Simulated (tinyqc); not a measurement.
# Double-gate transistor below threshold, two-dimensional Poisson equation on a small mesh: effect of the insulator thickness

Half of a symmetric double-gate structure: row 0 is the mid-plane of the body, where the normal field vanishes. Mobile charge is neglected (subthreshold), the body is fully depleted, and potentials are counted from the intrinsic level; rows run upward to the gate, columns from source to drain.

Mesh: rows i = 0..12 in the semiconductor (step hs = tb/12, row 12 on the interface), then 8 step(s) ho = tox/8 up to the gate row 20; columns j = 0..80 (step hy = L/80). Box integration, divided by eps0: up_i = eps hy/h of the interval above row i, dn_i = that of the interval below (0 for row 0), lat_i = (sum of eps h/2 over the intervals above and below)/hy, s_i = -q Na w_i hy/eps0 with w_i the semiconductor height of the box (hs/2 for row 0 and the interface row, hs between, 0 in the insulator). Each free node obeys (up + dn + 2 lat) psi = up psi(above) + dn psi(below) + lat [psi(left) + psi(right)] + s. Fixed values: gate row Vg - Vfb; column 0 at Vbi and the last column at Vbi + Vd in the semiconductor, each running linearly to Vg - Vfb across the insulator. The system is solved directly. On row 0 the minimum of psi and its place come from a parabola through the three lowest nodes; barrier = Vbi - minimum, swing = Vt ln 10/(d psi/dVg), DIBL = (d psi/dVd)/(d psi/dVg) there. Lambda = pi/k with k the smallest positive root of tan(k tox) tan(k tb) = eox/eps_r.

Inputs (values chosen for the exercise); semiconductor permittivity close to that of silicon: temperature T = 300 K; relative permittivity of the semiconductor eps_r = 11.7; relative permittivity of the insulator eox = 9; half the body thickness tb = 8 nm; channel length L = 60 nm; acceptor density of the depleted body Na = 2e18 cm^-3; potential of the source Vbi = 0.46 V; gate offset Vfb = -0.08 V; gate voltage Vg = 0.1 V; drain voltage Vd = 1 V.

Constants: q = 1.602176634e-19 C, kB = 1.380649e-23 J/K, Vt = kB T/q, eps0 = 8.8541878128e-14 F/cm where lengths are in cm. Results are converted to the units shown.

Result of one run:

| tox (nm) | L/Lambda | barrier (V) | place y/L | swing (mV/decade) | DIBL (mV/V) |
|---|---|---|---|---|---|
| 1.3 | 3.101 | 0.4065 | 0.4352 | 60.94 | 5.234 |

What becomes of these results when the insulator thickness tox is changed from 1.3 to 2.4 nm, all else the same?

Result of the changed run:

| tox (nm) | L/Lambda | barrier (V) | place y/L | swing (mV/decade) | DIBL (mV/V) |
|---|---|---|---|---|---|
| 2.4 | 2.717 | 0.4295 | 0.4292 | 62.05 | 9.756 |

The whole series:

| tox (nm) | L/Lambda | barrier (V) | place y/L | swing (mV/decade) | DIBL (mV/V) |
|---|---|---|---|---|---|
| 1.3 | 3.101 | 0.4065 | 0.4352 | 60.94 | 5.234 |
| 1.8 | 2.912 | 0.4175 | 0.4324 | 61.40 | 7.101 |
| 2.4 | 2.717 | 0.4295 | 0.4292 | 62.05 | 9.756 |
| 3.4 | 2.450 | 0.4468 | 0.4244 | 63.32 | 15.15 |
| 4.6 | 2.198 | 0.4636 | 0.4193 | 65.12 | 23.18 |
| 6.4 | 1.912 | 0.4815 | 0.4127 | 68.32 | 38.15 |

As tox goes from 1.3 to 6.4 nm, the barrier rises from 0.407 to 0.481 V, the swing rises from 60.9 to 68.3 mV a decade and DIBL rises from 5.23 to 38.2 mV/V; the ideal swing is 59.5. L/Lambda goes from 3.1 to 1.9.

Program tinyqc, `OMP_NUM_THREADS=1 python tinyqc.py 2480009 2480010 out.jsonl`; Intel Xeon 2.30GHz, shared host, one thread, about 0.09 s.
